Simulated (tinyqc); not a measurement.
# Worked calculation: off-state leakage of single and stacked transistors

tinyqc, about 0.03 s, one thread, Intel Xeon 2.30GHz (shared host): `OMP_NUM_THREADS=1 python tinyqc.py 2242174 2242175 out.jsonl` Printed values are rounded.

n-channel devices of unit width. Subthreshold current I(Vg, Vs, Vd) = I0 (T/300 K)^0.5 exp[(Vg - Vs - VT(T) - gb (Vs - Vb) + dd (Vd - Vs))/(nf Vt)] (1 - exp(-(Vd - Vs)/Vt)), VT(T) = VT - cT (T - 300 K). Gate-edge tunnelling Ig (Vd/1 V) exp(ag (Vd - 1 V)), for a gate at 0 V, and band-to-band leakage Ab u exp(-Bb/u), u = Vd - Vb + 1 V, flow at a drain held at V; both are taken as independent of T. In a stack of off transistors (all gates at 0 V) the same subthreshold current passes through each.

Parameters, values chosen for the exercise; values of the order met in bulk silicon logic transistors:

| symbol | value | unit | meaning |
|---|---|---|---|
| T | 358 | K | temperature |
| V | 0.8 | V | supply voltage |
| VT | 0.28 | V | threshold at 300 K, zero drain and body bias |
| cT | 0.7 | mV/K | fall of the threshold with temperature |
| I0 | 0.12 | uA/um | current at threshold at 300 K |
| nf | 1.22 |  | slope factor |
| dd | 0.08 |  | drain-induced lowering per volt |
| gb | 0.18 |  | rise of the threshold per volt of source-body bias |
| Ig | 4e-5 | uA/um | gate-edge tunnelling current at 1 V |
| ag | 4.3 | 1/V | exponential slope of the gate current |
| Ab | 1 | uA/(um V) | prefactor of band-to-band leakage at the drain |
| Bb | 22 | V | its exponential voltage |
| Vb | -0.6 | V | body voltage |

Constants: q = 1.602176634e-19 C, kB = 1.380649e-23 J/K, Vt = kB T/q. Results are converted to the units shown.

## Leakage of one transistor

Vg = Vs = 0, Vd = V; effective threshold VT(T) - gb Vb - dd V.

effective threshold = 0.2834 V
parts (nA/um): subthreshold 0.0703731, gate edge 0.0135412, band-to-band 0.250714
total = 0.334628 nA/um
shares (%): subthreshold 21.0302, gate edge 4.04664, band-to-band 74.9231

The band-to-band part is the largest.

## Starting value

Vx = dd V/(1 + gb + 2 dd), the solution for Vx well above Vt, rounded to three decimals.

Vx at the start = 0.048 V

## Iteration 1: new Vx

Stack of two, Vx the node between them: I_low = I(0, 0, Vx), I_up = I(0, Vx, V), f = ln(I_up/I_low), f' = -(1 + gb + 2 dd)/(nf Vt) - 1/(Vt (exp(Vx/Vt) - 1)) - 1/(Vt (exp((V - Vx)/Vt) - 1)), Vx(new) = Vx - f/f'.

I_low = 0.0112279 nA/um
I_up = 0.0141100 nA/um
f = 0.228482
f' = -44.2716 1/V
Vx after iteration 1 = 0.0531609 V

## Iteration 2: new Vx

As before.

I_low = 0.0118194 nA/um
I_up = 0.0118711 nA/um
f = 0.00436774
f' = -42.6462 1/V
Vx after iteration 2 = 0.0532633 V

## Iteration 3: new Vx

As before.

I_low = 0.0118305 nA/um
I_up = 0.0118305 nA/um
f = 1.45520e-6
f' = -42.6178 1/V
Vx after iteration 3 = 0.0532634 V

## Course of the iteration

Stop when the step is below 1e-11 V, or after 40 iterations.

Course of the iteration:

| iteration | Vx before the step (V) | step (V) |
|---|---|---|
| 1 | 0.048 | 5.16e-3 |
| 2 | 0.0531609 | 1.02e-4 |
| 3 | 0.0532633 | 3.41e-8 |
| 4 | 0.0532634 | 3.68e-15 |

Converged in 4 iterations. The subthreshold current of the stack is 0.01183 nA/um, 5.95 times less than that of one transistor (the drain leakage is unchanged); the estimate exp[dd V (1 + gb + dd)/((1 + gb + 2 dd) nf Vt)] gives 4.95.
